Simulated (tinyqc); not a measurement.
Inside a calculation. Method: sp3 tight binding, zinc-blende lattice. One step of it, computed by the program tinyqc.

Question. Levels at G. Diagonalise the Hermitian matrix.

H(k) at G (eV), lower triangle:
```
             a s       a px       a py       a pz         c s       c px       c py       c pz
a s   -15.830000
a px    0.000000  -6.880000
a py    0.000000   0.000000  -6.880000
a pz    0.000000   0.000000   0.000000  -6.880000
c s    -5.521659   0.000000   0.000000   0.000000  -14.040000
c px    0.000000   2.129783   0.000000   0.000000    0.000000  -5.940000
c py    0.000000   0.000000   2.129783   0.000000    0.000000   0.000000  -5.940000
c pz    0.000000   0.000000   0.000000   2.129783    0.000000   0.000000   0.000000  -5.940000
```

Give: eigenvalues.

Answer.

eigenvalues (eV): -20.5287  -9.3413  -8.5910  -8.5910  -8.5910  -4.2290  -4.2290  -4.2290
